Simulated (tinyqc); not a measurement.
Metal-induced gap states at the contact of a metal chain and a two-band chain: one step. Density site by site. Three cases, with inputs chosen for the exercise.

Question. D1 = -Im G11/pi, D2 = (t g2)^2 D1, and each further period multiplies by l^2. The sum over all sites is (D1 + D2)/(1 - l^2). The Green functions stand in the order g1, g2.

The semiconductor alternates sites A at -Eg/2 and C at +Eg/2 with hopping -t; the gap runs from -Eg/2 to Eg/2. In the gap cosh(q a) = 1 + (Eg^2/4 - E^2)/(2 t^2) and the amplitude changes by -exp(-q a) a period. The metal has site energy 0 and hopping -tm; its end site has g_m = (E - i sqrt(4 tm^2 - E^2))/(2 tm^2). Sites 1, 2, ... count into the semiconductor, with energies e1, e2 alternating. The clean half chain has g1 = 1/(E - e1 - t^2 g2), g2 = 1/(E - e2 - t^2 g1), decaying root. With the contact G11 = 1/(1/g1 - tc^2 g_m), and the density on site j is -Im G_jj/pi = |psi_j/psi_1|^2 (-Im G11/pi), per spin, with psi_2/psi_1 = -t g2, psi_3/psi_2 = -t g1.

Give: density on sites 1 to 8; Ds, the density per spin summed over the semiconductor.

Case 1.

Values chosen (out of a larger set: gap and optical dielectric constant near those of Ge; the chain itself is a model; not measured data): t = 1.98 eV (hopping in the semiconductor).

l = 0.8586488

g1, g2 (1/eV): [0.6895181, -0.3176432]

G11 = 0.1954870-0.3040366i 1/eV

Answer.

density on sites 1 to 8 (1/eV): [0.09678, 0.03828, 0.07135, 0.02822, 0.05261, 0.02081, 0.03879, 0.01534]

Ds, the density per spin summed over the semiconductor = 0.51408 1/eV

The first period holds 26 % of the gap states at this energy.

Case 2.

Values chosen (out of a larger set: gap and optical dielectric constant near those of Si; the chain itself is a model; not measured data): t = 3.08 eV (hopping in the semiconductor).

l = 0.8480161

g1, g2 (1/eV): [0.3999576, -0.2235057]

G11 = 0.3532362-0.1223664i 1/eV

Answer.

density on sites 1 to 8 (1/eV): [0.03895, 0.01846, 0.02801, 0.01327, 0.02014, 0.00955, 0.01449, 0.00686]

Ds, the density per spin summed over the semiconductor = 0.20440 1/eV

The first period holds 28 % of the gap states at this energy.

Case 3.

Values chosen (out of a larger set: gap and optical dielectric constant near those of Si; the chain itself is a model; not measured data): t = 2.83 eV (hopping in the semiconductor).

l = 0.8411366

g1, g2 (1/eV): [0.1784982, -0.5883828]

G11 = 0.1548278-0.0663353i 1/eV

Answer.

density on sites 1 to 8 (1/eV): [0.02112, 0.05854, 0.01494, 0.04142, 0.01057, 0.02931, 0.00748, 0.02073]

Ds, the density per spin summed over the semiconductor = 0.27235 1/eV

The first period holds 29 % of the gap states at this energy.

Computed by tinyqc, one run a case: `OMP_NUM_THREADS=1 python tinyqc.py N N+1 out.jsonl` with N = 1480955, 1481103, 1481169; one thread of a shared Intel(R) Xeon(R) Processor @ 2.30GHz, about 0.01 s a run at most.
